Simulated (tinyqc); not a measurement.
Scattering rates of a carrier in a spherical band by Fermi's golden rule. Which input was changed? Computed by tinyqc, a small Python program. Command: `OMP_NUM_THREADS=1 python tinyqc.py 3015353 3015354 out.jsonl scatter which`. One thread of a shared host (Intel(R) Xeon(R) Processor @ 2.30GHz), about 0.1 s of CPU time with the checks.

All processes here are isotropic or elastic, and the rate listed is the momentum relaxation rate.

Inputs (values chosen for the exercise, for a model non-polar semiconductor):

| quantity | value | unit |
|---|---|---|
| density-of-states mass of one valley m | 0.357 | m_0 |
| non-parabolicity alpha | 0.31 | 1/eV |
| static permittivity eps_s | 17.6 | - |
| density rho | 3350 | kg/m^3 |
| sound velocity v_l | 7640 | m/s |
| acoustic deformation potential D_A | 11 | eV |
| phonon energy hbar w | 26.9 | meV |
| optical or intervalley deformation potential D_o | 6.6 | 1e8 eV/cm |
| final valleys Z_f | 5 | - |
| ionised impurity density N_I | 2.2e+15 | 1/cm^3 |
| temperature T | 300 | K |
| carrier energy E | 280 | meV |
| neutral impurity density N_n | 2.3e+16 | 1/cm^3 |

Crystal: non-polar. Band: Kane. Impurity formula: Conwell-Weisskopf. Further scattering: neutral impurities.

Constants: k_B = 1.380649e-23 J/K; e = 1.602176634e-19 C; hbar = 1.054571817e-34 J s; m_0 = 9.1093837015e-31 kg; eps_0 = 8.8541878128e-12 F/m; hbar = 6.582119569e-16 eV s; k_B = 8.617333262e-05 eV/K.

Method:
- Kane band: hbar^2 k^2/(2 m) = E (1 + alpha E), speed v = hbar k/(m (1 + 2 alpha E)), states per spin, volume and energy g(E) = m k (1 + 2 alpha E)/(2 pi^2 hbar^2); overlap factors are set to 1. Masses are multiplied by m_0 and all formulas are in SI units.
- Acoustic deformation potential (elastic, equipartition, absorption and emission together): 1/tau = 2 pi k_B T D_A^2 g(E)/(hbar rho v_l^2).
- Singly charged impurities, momentum relaxation: 1/tau = N_I e^4 m (1 + 2 alpha E) Phi/(8 pi (eps_s eps_0)^2 hbar^3 k^3), with alpha = 0 for a parabolic band.
- Conwell-Weisskopf: Phi = ln(1 + y^2), y = 4 pi eps_s eps_0 E N_I^(-1/3)/e^2 (largest impact parameter N_I^(-1/3)/2).
- Phonon occupation N_q = 1/(exp(hbar w/(k_B T)) - 1).
- Optical or intervalley deformation potential: 1/tau = (pi Z_f D_o^2/(rho w)) [N_q g(E + hbar w) + (N_q + 1) g(E - hbar w)], with g = 0 below the band edge.
- Neutral impurities (Erginsoy): 1/tau = 20 N_n a_B hbar/m, a_B = 4 pi eps_s eps_0 hbar^2/(m e^2).
- Rates add: 1/tau_m is the sum, and the mean free path is v tau_m.

Question. One of these inputs alone was changed, within the range given: static permittivity eps_s (8.8 to 35.2); acoustic deformation potential D_A (5.5 to 22); ionised impurity density N_I (1.1e+15 to 4.4e+15); carrier energy E (140 to 560). Which one, and to what value?

Results:

| run | ionised-impurity rate (1/s) | acoustic rate (1/s) | momentum relaxation time tau_m (fs) |
|---|---|---|---|
| before | 1.789223e+09 | 1.150813e+13 | 11.33806 |
| after | 1.355460e+09 | 1.339082e+13 | 9.70738 |

Answer.

Each candidate set to reproduce ionised-impurity rate, and what it then gives:

| candidate | range searched | value needed | acoustic rate (1/s) | momentum relaxation time tau_m (fs) |
|---|---|---|---|---|
| static permittivity eps_s | 8.8 to 35.2 | 20.50 | 1.1508e+13 | 11.330 |
| acoustic deformation potential D_A (eV) | 5.5 to 22 | no effect | - | - |
| ionised impurity density N_I (1/cm^3) | 1.1e+15 to 4.4e+15 | 1.638e15 | 1.1508e+13 | 11.338 |
| carrier energy E (meV) | 140 to 560 | 347.0 | 1.3391e+13 | 9.707 |

Only carrier energy E fits every result: it went from 280 to 347 meV. The next best candidate, static permittivity eps_s, misses one result by 17 %.

Caution: Erginsoy's formula holds for k a_B below about 0.5 and for dopants that stay neutral, which means low temperature; elsewhere it is only a rough constant rate. Caution: the largest acoustic phonon energy 2 hbar v_l k is not small against k_B T, so equipartition is a rough assumption.
